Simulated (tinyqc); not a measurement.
Worked calculation: strain-driven roughening and islands of a mismatched epitaxial film. Computed by tinyqc, a small Python program that keeps every step. Command: `OMP_NUM_THREADS=1 python tinyqc.py 3002256 3002257 out.jsonl island walk`. One thread of a shared host (Intel(R) Xeon(R) Processor @ 2.30GHz), about 0.01 s of CPU time with the checks. Intermediate numbers are printed to about 6 digits and carried at full precision; extremes and crossings named in words are read from the listed rows.

Film and substrate share isotropic elastic constants; the film is coherent and biaxially strained.

Inputs (values chosen for the exercise, modelled on InAs on GaAs):

| quantity | value | unit |
|---|---|---|
| misfit \|f\| | 0.0724 | - |
| shear modulus G | 30.9 | GPa |
| Poisson ratio nu | 0.3 | - |
| surface energy gamma | 0.699 | J/m^2 |
| contact angle of the shallow shape theta_1 | 13.4 | degrees |
| contact angle of the steep shape theta_2 | 22.7 | degrees |
| facet energy of shape 1 over gamma | 1.002 | - |
| facet energy of shape 2 over gamma | 1.002 | - |
| wetting energy gamma_s - gamma | 0.25 | J/m^2 |
| decay length of wetting delta | 0.27 | nm |
| surface mobility D_s nu_s Omega^2/(k_B T) | 4e-34 | m^6/(J s) |
| initial ripple amplitude A0 | 0.12 | nm |
| ripple wavelength over the critical one | 3.8 | - |
| island volume V | 150 | nm^3 |

Transport: surface diffusion.

Constants: e = 1.602176634e-19 C.

## Elastic energy of the flat film

M = 2 G (1 + nu)/(1 - nu); stress = M f; energy density w = M f^2.

biaxial modulus M = 114.771 GPa

stress = 8.30945 GPa

energy density w = 601.604 MJ/m^3

## Asaro-Tiller-Grinfeld instability

A ripple A cos(k x) has the surface chemical potential per volume [gamma k^2 - 2 (1 + nu) w k] A cos(k x), so k_c = 2 (1 + nu) w/gamma. With surface diffusion the amplitude grows at the rate q = B k^2 [2 (1 + nu) w k - gamma k^2], fastest at k_m = (3/4) k_c. B is the surface mobility.

k_c = 2.23773 1/nm

critical wavelength = 2.80784 nm

fastest wavelength = 3.74379 nm

growth time 1/q at k_m = 0.00135242 s

A ripple of A0 needs about 6.0e-4 s to reach a twentieth of its wavelength. Caution: a wavelength of a few nanometres is at the limit of continuum theory, where steps and facets rule.

## A ripple of given wavelength

A ripple A cos(k x) has the surface chemical potential per volume [gamma k^2 - 2 (1 + nu) w k] A cos(k x), so k_c = 2 (1 + nu) w/gamma. With surface diffusion the amplitude grows at the rate q = B k^2 [2 (1 + nu) w k - gamma k^2], fastest at k_m = (3/4) k_c. B is the surface mobility. Stress at the trough = stress x (1 + 2 k A).

k = 0.588876 1/nm

rate q = 94.1432 1/s

q over the largest rate = 0.127321

stress concentration at A0 = 1.14133

The ripple grows.

## Wetting layer

The surface energy depends on thickness as gamma + (gamma_s - gamma) exp(-h/delta). Its curvature adds W2 = (gamma_s - gamma) exp(-h/delta)/delta^2 to the restoring terms; the flat film is stable while W2 > (1 + nu)^2 w^2/gamma, which gives h_c = delta ln[(gamma_s - gamma) gamma/(delta^2 (1 + nu)^2 w^2)], or 0 if negative.

wetting-layer thickness h_c = 0.368779 nm

Layer-by-layer growth up to h_c, then roughening: the Stranski-Krastanov mode.

## Island nucleation

Shallow faceted island (Tersoff form): E = 4 Gam V^(2/3) tan^(1/3)(theta) - 6 c V tan(theta), Gam = gamma [x/sin(theta) - 1/tan(theta)], x the facet energy over gamma, c = stress^2 (1 - nu)/(2 pi G). The barrier is the maximum of E, at V_c = [4 Gam/(9 c)]^3 / tan^2(theta) (1 GPa nm = 1 J/m^2).

c = 0.248946 GPa

Gam of shape 1 = 0.0881460 J/m^2

critical volume, shape 1 = 0.0686660 nm^3

barrier, shape 1 = 0.0762535 eV

Gam of shape 2 = 0.143931 J/m^2

critical volume, shape 2 = 0.0969635 nm^3

barrier, shape 2 = 0.189069 eV

The shallow shape has the lower barrier. Each barrier is a third of the surface term at V_c and scales as Gam^3/c^2, that is as f^(-4). Caution: a critical volume below 1 nm^3 holds fewer than a hundred atoms, so a continuum barrier there has no physical meaning.

## Which shape at the volume V

The two energies cross at V_x^(1/3) = 4 [Gam_2 t2^(1/3) - Gam_1 t1^(1/3)]/(6 c (t2 - t1)), t = tan(theta); mu = dE/dV.

E of shape 1 = -294.636 eV

E of shape 2 = -509.101 eV

crossing volume V_x = 0.489639 nm^3

jump of mu at V_x, shape 2 less shape 1 = -89.6580 MJ/m^3

At V the steep shape is lower. At V_x the chemical potential drops, so islands that have turned steep grow at the cost of the shallow ones. Caution: a crossing volume under 5 nm^3 is too small for these continuum energies.

## Scaling with the misfit

A ripple A cos(k x) has the surface chemical potential per volume [gamma k^2 - 2 (1 + nu) w k] A cos(k x), so k_c = 2 (1 + nu) w/gamma. With surface diffusion the amplitude grows at the rate q = B k^2 [2 (1 + nu) w k - gamma k^2], fastest at k_m = (3/4) k_c. V_c = [4 Gam/(9 c)]^3/tan^2(theta), barrier = (4/3) Gam V_c^(2/3) tan^(1/3)(theta); the growth time is 1/q at k_m.

Misfit scaled at fixed constants:

| \|f\| (%) | fastest wavelength (nm) | growth time (s) | V_c of shape 1 (nm^3) | barrier of shape 1 (eV) |
|---|---|---|---|---|
| 1.810 | 59.9006 | 8.86320e+01 | 2.81256e+02 | 1.95209e+01 |
| 2.534 | 30.5616 | 6.00574e+00 | 3.73537e+01 | 5.08145e+00 |
| 3.620 | 14.9752 | 3.46219e-01 | 4.39462e+00 | 1.22006e+00 |
| 5.068 | 7.6404 | 2.34599e-02 | 5.83651e-01 | 3.17591e-01 |
| 7.240 | 3.7438 | 1.35242e-03 | 6.86660e-02 | 7.62535e-02 |
| 10.136 | 1.9101 | 9.16403e-05 | 9.11955e-03 | 1.98494e-02 |

Halving the misfit stretches the wavelength 4 times, the barrier 16 times, the volume 64 times and the time 256 times: f^(-2), f^(-4), f^(-6), f^(-8). Over these rows the time spans 6.0 decades: strongly mismatched films tend to roughen first, while dilute alloys have time to stay flat. Rows with wavelengths under 10 nm or volumes under 5 nm^3 are beyond the continuum picture.

Checks made by the program: k_m against a numerical maximum of the rate (relative difference 4e-10).
